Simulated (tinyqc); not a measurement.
# Thin film between two gates, subbands and threshold shift from confinement: effects of single changes

Undoped body with a flat potential across it, hard walls, transport along x. Three valley pairs (g = 2 each) with the longitudinal mass along x, y or z. Non-parabolicity enters the subband edges through E (1 + al E) = gamma, so E = 2 gamma/(1 + sqrt(1 + 4 al gamma)); motion within a subband is taken as parabolic with the band-edge mass. Energies are counted from the bulk band edge.

Inputs (values chosen for the exercise); masses close to those of silicon:

| symbol | value | unit | meaning |
|---|---|---|---|
| T | 77 | K | temperature |
| ml | 0.932 | m0 | longitudinal mass |
| mt | 0.187 | m0 | transverse mass |
| al | 0 | 1/eV | non-parabolicity |
| t | 5.8 | nm | film thickness (along z) |
| dl | 0 | nm | widening of the box by penetration into the insulator |
| Cg | 2.1 | uF/cm^2 | gate capacitance per area of interface |

Constants: q = 1.602176634e-19 C, kB = 1.380649e-23 J/K, hbar = 1.054571817e-34 J s, m0 = 9.1093837015e-31 kg, Vt = kB T/q, hbar^2/(2 m0) = 0.0380998212 eV nm^2. Results are converted to the units shown.

Each table varies one quantity; the others keep the values above.

## Confinement against the film thickness

gamma = C (pi k/(t + dl))^2/mz, C = hbar^2/(2 m0). Each subband has N_k = g sqrt(mx my) m0 kB T/(pi hbar^2); without degeneracy n = exp(EF/Vt) sum N_k exp(-E_k/Vt). Classical value Nc times t, Nc = sum over valleys of 2 g (m m0 kB T/(2 pi hbar^2))^1.5 with m = (mx my mz)^(1/3). Threshold shift dVT = Vt ln(classical value/sum N_k exp(-E_k/Vt)). With degeneracy n = sum N_k F((EF - E_k)/Vt), F(x) = ln(1 + exp(x)); gate: Vg = EF + q n/(Cg P), P = 2 (both faces), summed over the 60 lowest subbands at most, with Vg counted from the value that would put EF at the bulk band edge of an empty body. The last two columns are for Vg = 0.5 V; sensitivity d(dVT)/dt by central differences between 0.99 and 1.01 times the value.

Confinement against the film thickness:

| t (nm) | E_1 (meV) | gap to the next edge (meV) | dVT (mV) | sensitivity (mV/nm) | n/P (cm^-2) | share of the lowest subband (%) |
|---|---|---|---|---|---|---|
| 2 | 100.9 | 302.6 | 98.33 | -97.57 | 4.480e12 | 100.0 |
| 2.7 | 55.35 | 166.0 | 54.80 | -38.55 | 4.991e12 | 100.0 |
| 3.6 | 31.13 | 93.39 | 32.49 | -15.46 | 5.264e12 | 99.80 |
| 4.7 | 18.26 | 54.79 | 21.39 | -6.370 | 5.533e12 | 84.14 |
| 6.3 | 10.17 | 30.50 | 15.11 | -2.396 | 5.880e12 | 54.75 |
| 8.4 | 5.718 | 17.15 | 11.38 | -1.473 | 6.103e12 | 36.75 |
| 11 | 3.334 | 10.00 | 8.048 | -1.064 | 6.231e12 | 26.96 |
| 15 | 1.793 | 5.380 | 5.058 | -0.4944 | 6.326e12 | 20.00 |
| 20 | 1.009 | 3.026 | 3.397 | -0.2218 | 6.393e12 | 15.14 |

What does the comparison show?

As t grows from 2 to 20 nm, E_1 falls from 101 to 1.01 meV and dVT falls from 98.3 to 3.40 mV. E_1 goes as t^(-2.00) at the thin end (-2 for a parabolic band without penetration); a thickness error of 0.2 nm moves the threshold by 20 mV in the first row and 0.044 mV in the last. The charge per interface area rises from 4.48e12 to 6.39e12 cm^-2. For t = 2, 2.7 the body is too thin for bulk effective masses to be reliable. In every row the charge in the last two columns would bend the potential across the body by some 30 mV or more, which is left out.

## Charge and subband filling against gate voltage

Same model as above.

Each subband has N_k = g sqrt(mx my) m0 kB T/(pi hbar^2). Cq = q dn/dEF.

Result of one run:

| Vg (V) | EF - E_1 (eV) | n (cm^-2) | n/P (cm^-2) | share of the lowest subband (%) | Cq/(Cg P) | total C/(Cg P) |
|---|---|---|---|---|---|---|
| 0.36 | 0.03884 | 8.105e12 | 4.052e12 | 74.90 | 15.04 | 0.9377 |

What becomes of these results when the gate voltage Vg is changed from 0.36 to 0.73 V, all else the same?

Result of the changed run:

| Vg (V) | EF - E_1 (eV) | n (cm^-2) | n/P (cm^-2) | share of the lowest subband (%) | Cq/(Cg P) | total C/(Cg P) |
|---|---|---|---|---|---|---|
| 0.73 | 0.05426 | 1.740e13 | 8.700e12 | 48.72 | 30.90 | 0.9687 |

The whole series:

| Vg (V) | EF - E_1 (eV) | n (cm^-2) | n/P (cm^-2) | share of the lowest subband (%) | Cq/(Cg P) | total C/(Cg P) |
|---|---|---|---|---|---|---|
| -0.14 | -0.1520 | 117.7 | 58.85 | 99.23 | 6.766e-10 | 6.766e-10 |
| -0.02 | -0.03230 | 8.004e9 | 4.002e9 | 99.23 | 0.04584 | 0.04383 |
| 0.11 | 0.01302 | 2.228e12 | 1.114e12 | 97.46 | 5.548 | 0.8473 |
| 0.23 | 0.02836 | 4.972e12 | 2.486e12 | 89.40 | 8.665 | 0.8965 |
| 0.36 | 0.03884 | 8.105e12 | 4.052e12 | 74.90 | 15.04 | 0.9377 |
| 0.48 | 0.04512 | 1.109e13 | 5.543e12 | 63.60 | 21.39 | 0.9553 |
| 0.61 | 0.05027 | 1.436e13 | 7.179e12 | 54.70 | 27.07 | 0.9644 |
| 0.73 | 0.05426 | 1.740e13 | 8.700e12 | 48.72 | 30.90 | 0.9687 |
| 0.86 | 0.05815 | 2.071e13 | 1.035e13 | 43.88 | 33.74 | 0.9712 |

EF passes E_1 = 0.0120 eV at Vg = 0.0397 V. The share of the lowest subband falls from 99.2 to 43.9 % and the total capacitance rises from 6.77e-10 to 0.971 of Cg P. Between the last two rows 3.0 % of the added gate voltage goes into raising EF. For Vg = 0.23, 0.36, 0.48, 0.61, 0.73, 0.86 the charge would bend the potential across the body by some 30 mV or more, which is left out.

Computed by the program tinyqc: `OMP_NUM_THREADS=1 python tinyqc.py 2350169 2350170 out.jsonl`, one thread of a shared Intel Xeon 2.30GHz, about 0.08 s for the whole run.
